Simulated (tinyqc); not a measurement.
# Changing the displacement dQ

Model: configuration-coordinate model of a defect: Huang-Rhys factor and luminescence line shape. Computed by tinyqc, a small Python program. Command: `OMP_NUM_THREADS=1 python tinyqc.py 3003411 3003412 out.jsonl ccline sweep`. One thread of a shared host (Intel(R) Xeon(R) Processor @ 2.30GHz), about 0.04 s of CPU time with the checks.

Ground state E_g(Q) = (1/2) omega_g^2 Q^2; excited state E_e(Q) = E_0 + (1/2) omega_e^2 (Q - dQ)^2 with E_0 = E_ZPL - (hbar omega_e - hbar omega_g)/2. Q is mass-weighted; the dipole does not depend on Q (Condon approximation).

Inputs (values chosen for the exercise, for a model defect):
```
quantity                           value        unit
zero-phonon energy E_ZPL            1.09          eV
ground-state phonon hbar omega_g    18.5         meV
excited-state phonon hbar omega_e   17.9         meV
temperature T                         77           K
refractive index n_r                2.76           -
transition dipole mu                0.86  e angstrom
quenching prefactor nu_0           2e+12         1/s
```

Modes: different frequencies.

Constants: hbar^2/u = 4.18015928e-03 eV angstrom^2; k_B = 8.617333262e-05 eV/K; hbar = 6.582119569e-16 eV s; e = 1.602176634e-19 C; eps_0 = 8.8541878128e-12 F/m; hbar = 1.054571817e-34 J s; c = 299792458 m/s.

Method:
- S = hbar omega dQ^2/(2 hbar^2/u) for each state; relaxation energy S hbar omega; absorption at E_0 + S_e hbar omega_e, emission at E_0 - S_g hbar omega_g; the Stokes shift is their difference.
- Overlaps <m_e|n_g> of harmonic-oscillator functions (Hermite recursion, positive leading coefficients) by a sum over an even grid (700 points from x = -9 to 9 + d for the small table, 1500 points from -16 to 16 + d for the thermal sums), with x = Q sqrt(omega_g/hbar), d = sqrt(2 S_g) and frequency ratio omega_e/omega_g.
- Initial levels m = 0..24 carry Boltzmann weights exp(-m hbar omega_e/k_B T), normalised; final levels n = 0..79; a line lies at E_ZPL + m hbar omega_e - n hbar omega_g with weight w_m <m|n>^2. Moments are taken over these weights without the E^3 factor; FWHM = 2 sqrt(2 ln 2) x standard deviation; the zero-phonon weight is w_0 <0|0>^2, since the other m -> m lines are offset by m (hbar omega_e - hbar omega_g).
- The curves cross at the root Q_c nearest dQ; the barrier is (1/2) omega_e^2 (Q_c - dQ)^2, with (1/2) omega^2 = (hbar omega)^2/(2 hbar^2/u). k_r = n_r omega^3 mu^2/(3 pi eps_0 hbar c^3) at the vertical emission energy, without local-field correction; k_nr = nu_0 exp(-barrier/k_B T) (Mott-Seitz); yield = k_r/(k_r + k_nr); T_1/2 = barrier/(k_B ln(nu_0/k_r)).

One run for each value; columns: (1) displacement dQ (u^(1/2) angstrom); (2) S_g; (3) zero-phonon weight; (4) FWHM from the second moment (eV); (5) vertical emission energy (eV); (6) classical barrier (eV); (7) quenching temperature T_1/2 (K):
```
(1)     (2)        (3)     (4)    (5)    (6)   (7)
0.63   0.88  3.931e-01  0.0444  1.074  6.162  5839
0.94   1.96  1.363e-01  0.0663  1.054  3.971  3746
1.10   2.68  6.699e-02  0.0775  1.041  3.198  3008
1.40   4.34  1.309e-02  0.0987  1.010  2.169  2024
1.70   6.40  1.730e-03  0.1198  0.972  1.497  1385
2.10   9.76  6.330e-05  0.1480  0.910  0.929   846
2.50  13.83  1.154e-06  0.1762  0.834  0.578   516
3.00  19.92  2.904e-09  0.2114  0.722  0.312   269
```

Give the missing row, displacement dQ (u^(1/2) angstrom) = 0.77.

Computed row; columns: (1) displacement dQ (u^(1/2) angstrom); (2) S_g; (3) zero-phonon weight; (4) FWHM from the second moment (eV); (5) vertical emission energy (eV); (6) classical barrier (eV); (7) quenching temperature T_1/2 (K):
```
(1)    (2)        (3)     (4)    (5)    (6)   (7)
0.77  1.31  2.566e-01  0.0543  1.066  5.037  4764
```

Interpolating between the two neighbouring rows (linearly) misses most in zero-phonon weight, by 8.0 %. Over the rows, S_g rises from 0.878 to 19.9 (exponent d ln y / d ln x about 2.0 throughout); zero-phonon weight falls from 0.393 to 2.90e-9 (exponent d ln y / d ln x -2.1 between the first rows and -33 between the last); FWHM from the second moment (eV) rises from 0.0444 to 0.211 (exponent d ln y / d ln x about 1.00 throughout). The exponent of S_g stays at 2: S goes as dQ^2. The exponent of FWHM from the second moment stays at 1: the width goes as sqrt(S). A larger displacement widens and lowers the band and brings the crossing down, so strongly coupled centres quench first.

Caution (rows 0.630, 0.770, 0.940, 1.10): for small S the spectrum is a set of resolved lines, and a Gaussian width has little meaning. Caution (rows 0.630, 0.770, 0.940, 1.10, 1.40, 1.70): the curves cross far outside the range of the harmonic model, so the barrier and T_1/2 have no quantitative meaning. Caution (rows 3.00): the barrier is below the relaxation energy of the excited state, so vertical excitation lands above the crossing and may bypass luminescence (Dexter-Klick-Russell rule).

Extremes, crossings and ranges named in words are read from the listed rows.
